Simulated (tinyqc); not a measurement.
MOS inversion layer, Poisson-Schroedinger loop: one step of the calculation.

Electrons confined at an insulator interface at z = 0, treated as a hard wall; parabolic valleys, Hartree approximation, no image or exchange terms. The depletion charge lies far deeper than the electrons and gives a uniform field q Nd/(eps0 eps_r); the gate balances all charge. Energies are counted from the band edge at the interface.

Problem. Fermi level and occupations. Level k holds N_k = D_k Vt ln(1 + exp((EF - E_k)/Vt)) with D = md1 m0 q/(pi hbar^2) for the set A, D = 3 md2 m0 q/(pi hbar^2) for the set B per eV (spin included); EF is fixed by sum N_k = Ns.

Inputs (values chosen for the exercise); masses and permittivity close to those of germanium (111):

| symbol | value | unit | meaning |
|---|---|---|---|
| T | 300 | K | temperature |
| md1 | 0.0816 | m0 | in-plane density-of-states mass of set A |
| md2 | 0.345 | m0 | in-plane density-of-states mass of set B |
| Ns | 1.1e13 | cm^-2 | sheet density of electrons |

Constants: q = 1.602176634e-19 C, kB = 1.380649e-23 J/K, hbar = 1.054571817e-34 J s, m0 = 9.1093837015e-31 kg, Vt = kB T/q. Results are converted to the units shown.

levels (eV): A1 0.007226593, A2 0.012573374, B1 0.020314440, B2 0.048534784

Give: EF; N_k.

Solution.

EF = 0.01572 eV
N_k (cm^-2): A1 7.674e11, A2 6.661e11, B1 6.798e12, B2 2.768e12

Computed by the program tinyqc: `OMP_NUM_THREADS=1 python tinyqc.py 2160044 2160045 out.jsonl`, one thread of a shared Intel Xeon 2.30GHz, about 1 s for the whole run.
